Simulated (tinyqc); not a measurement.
Gamma, L and X subbands of a thin body with non-parabolic valleys: one step. Subband edges. Two cases, with inputs chosen for the exercise.

Task: n = 1 to 8 for each group; list the ten lowest.

Hard walls, flat band, c = hbar^2/2m0, energies from the bulk Gamma edge. For a valley at angle theta to the normal 1/m_z = cos^2/ml + sin^2/mt and m_d = sqrt(ml mt^2/m_z). Subband n starts at E_v + e with e (1 + a e) = c (n pi/t)^2/m_z, and its density-of-states mass is taken as m_d (1 + 2 a e), without further growth at higher in-plane energy. Groups are named by valley and degeneracy.

Constants: hbar^2/2m0 = 3.80998211 eV angstrom^2.

Give: Subbands.

Case 1.

Values chosen (out of a larger set: near those of a thin InAs channel; not measured data): t = 46 angstrom (body thickness).

Groups:

| group | g | E_v (eV) | m_z | m_d | a (1/eV) |
|---|---|---|---|---|---|
| G1 | 1 | 0.00000 | 0.025700 | 0.025700 | 2.3000 |
| L4 | 4 | 0.73400 | 0.070684 | 0.144535 | 0.3500 |
| X1 | 1 | 1.02700 | 1.170000 | 0.166000 | 0.3500 |
| X2 | 2 | 1.02700 | 0.166000 | 0.440704 | 0.3500 |

Result:

Subbands:

| subband | g | E (eV) | DOS mass |
|---|---|---|---|
| G1 n=1 | 1 | 0.3724 | 0.0697 |
| G1 n=2 | 1 | 0.9006 | 0.1322 |
| L4 n=1 | 4 | 0.9665 | 0.1681 |
| X1 n=1 | 1 | 1.0421 | 0.1678 |
| X1 n=2 | 1 | 1.0865 | 0.1729 |
| X2 n=1 | 2 | 1.1303 | 0.4726 |
| X1 n=3 | 1 | 1.1577 | 0.1812 |
| X1 n=4 | 1 | 1.2523 | 0.1922 |
| X1 n=5 | 1 | 1.3664 | 0.2054 |
| X2 n=2 | 2 | 1.4052 | 0.5574 |

The lowest subband is G1 n=1, 528 meV below G1 n=2; in the bulk the lowest valley is Gamma.

Case 2.

Values chosen (out of a larger set: near those of a thin Ge channel; not measured data): t = 70 angstrom (body thickness).

Groups:

| group | g | E_v (eV) | m_z | m_d | a (1/eV) |
|---|---|---|---|---|---|
| G1 | 1 | 0.00000 | 0.037600 | 0.037600 | 1.0300 |
| L1 | 1 | -0.16100 | 1.539000 | 0.082000 | 0.3200 |
| L3 | 3 | -0.16100 | 0.091640 | 0.336040 | 0.3200 |
| X6 | 6 | 0.03100 | 0.251887 | 0.344482 | 0.3200 |

Result:

Subbands:

| subband | g | E (eV) | DOS mass |
|---|---|---|---|
| L1 n=1 | 1 | -0.1560 | 0.0823 |
| L1 n=2 | 1 | -0.1412 | 0.0830 |
| L1 n=3 | 1 | -0.1167 | 0.0843 |
| L1 n=4 | 1 | -0.0832 | 0.0861 |
| L3 n=1 | 3 | -0.0794 | 0.3536 |
| L1 n=5 | 1 | -0.0410 | 0.0883 |
| L1 n=6 | 1 | 0.0092 | 0.0909 |
| X6 n=1 | 6 | 0.0612 | 0.3511 |
| L1 n=7 | 1 | 0.0667 | 0.0940 |
| L1 n=8 | 1 | 0.1309 | 0.0973 |

The lowest subband is L1 n=1, 15 meV below L1 n=2; in the bulk the lowest valley is L.

Computed by tinyqc, one run a case: `OMP_NUM_THREADS=1 python tinyqc.py N N+1 out.jsonl` with N = 1251693, 1251780; one thread of a shared Intel(R) Xeon(R) Processor @ 2.30GHz, about 0.02 s a run at most.
